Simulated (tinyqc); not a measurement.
Inside a calculation. Method: Pariser-Parr-Pople SCF with singles CI, for the molecule C=C1C=CC=NC=C1 (SMILES; centres numbered as the heavy atoms are written). One step of it, computed by the program tinyqc.

Question. Iteration 1: Fock matrix. F_rr = H_rr + P_rr gamma_rr / 2 + sum_(s != r) P_ss gamma_rs; F_rs = H_rs - P_rs gamma_rs / 2; E = tr P (H + F) / 2 + core repulsion sum_(r<s) z_r z_s gamma_rs.

P at the start:
```
           1C         2C         3C         4C         5C         6N         7C         8C
1C   1.313143   0.756160  -0.169173  -0.307230   0.212862   0.201838  -0.304584  -0.168322
2C   0.756160   0.975648   0.448930   0.043690  -0.095377  -0.096273   0.043531   0.451576
3C  -0.169173   0.448930   0.941490   0.768018   0.062667  -0.317304  -0.104589   0.247021
4C  -0.307230   0.043690   0.768018   0.960467   0.530348   0.052270  -0.129558  -0.107235
5C   0.212862  -0.095377   0.062667   0.530348   0.952664   0.737980   0.052218  -0.332889
6N   0.201838  -0.096273  -0.317304   0.052270   0.737980   0.955082   0.544261   0.061046
7C  -0.304584   0.043531  -0.104589  -0.129558   0.052218   0.544261   0.961025   0.759700
8C  -0.168322   0.451576   0.247021  -0.107235  -0.332889   0.061046   0.759700   0.940481
```

core matrix H (eV):
```
            1C          2C          3C          4C          5C          6N          7C          8C
1C  -41.256168   -2.620000    0.000000    0.000000    0.000000    0.000000    0.000000    0.000000
2C   -2.620000  -50.428461   -2.620000    0.000000    0.000000    0.000000    0.000000   -2.620000
3C    0.000000   -2.620000  -48.372510   -2.620000    0.000000    0.000000    0.000000    0.000000
4C    0.000000    0.000000   -2.620000  -46.776432   -2.620000    0.000000    0.000000    0.000000
5C    0.000000    0.000000    0.000000   -2.620000  -46.309790   -2.750000    0.000000    0.000000
6N    0.000000    0.000000    0.000000    0.000000   -2.750000  -49.555709   -2.750000    0.000000
7C    0.000000    0.000000    0.000000    0.000000    0.000000   -2.750000  -46.887437   -2.620000
8C    0.000000   -2.620000    0.000000    0.000000    0.000000    0.000000   -2.620000  -48.393777
```

repulsion gamma_rs (eV):
```
           1C         2C         3C         4C         5C         6N         7C         8C
1C  10.360000   7.299130   5.239151   3.624533   3.044112   3.055557   3.624533   5.239151
2C   7.299130  10.360000   7.299332   4.998504   4.186866   4.216793   4.998504   7.299332
3C   5.239151   7.299332  10.360000   7.298596   5.000208   4.217569   4.187168   5.000485
4C   3.624533   4.998504   7.298596  10.360000   7.300101   5.050810   4.186719   4.187168
5C   3.044112   4.186866   5.000208   7.300101  10.360000   7.461262   4.999617   4.187625
6N   3.055557   4.216793   4.217569   5.050810   7.461262  11.320000   7.462298   5.051420
7C   3.624533   4.998504   4.187168   4.186719   4.999617   7.462298  10.360000   7.298596
8C   5.239151   7.299332   5.000485   4.187168   4.187625   5.051420   7.298596  10.360000
```

Centres (angstrom, eV; a flat drawing with bonds scaled to 1.40 angstrom):
```
centre          x          y  core charge z          W   gamma_rr
1C       2.637000   0.000000              1  10.130000  10.360000
2C       1.237000   0.000000              1  10.130000  10.360000
3C       0.629000   1.261000              1  10.130000  10.360000
4C      -0.736000   1.573000              1  10.130000  10.360000
5C      -1.830000   0.700000              1  10.130000  10.360000
6N      -1.830000  -0.700000              1  13.040000  11.320000
7C      -0.736000  -1.573000              1  10.130000  10.360000
8C       0.629000  -1.261000              1  10.130000  10.360000
```

Give: F; pi energy.

Answer.

F (eV):
```
        1C      2C      3C      4C      5C      6N      7C      8C
1C  -4.690  -5.380   0.443   0.557  -0.324  -0.308   0.552   0.441
2C  -5.380  -4.432  -4.258  -0.109   0.200   0.203  -0.109  -4.268
3C   0.443  -4.258  -4.966  -5.423  -0.157   0.669   0.219  -0.618
4C   0.557  -0.109  -5.423  -5.553  -4.556  -0.132   0.271   0.225
5C  -0.324   0.200  -0.157  -4.556  -5.704  -5.503  -0.131   0.697
6N  -0.308   0.203   0.669  -0.132  -5.503  -8.171  -4.781  -0.154
7C   0.552  -0.109   0.219   0.271  -0.131  -4.781  -5.555  -5.392
8C   0.441  -4.268  -0.618   0.225   0.697  -0.154  -5.392  -4.963
```

pi energy = -102.672 eV
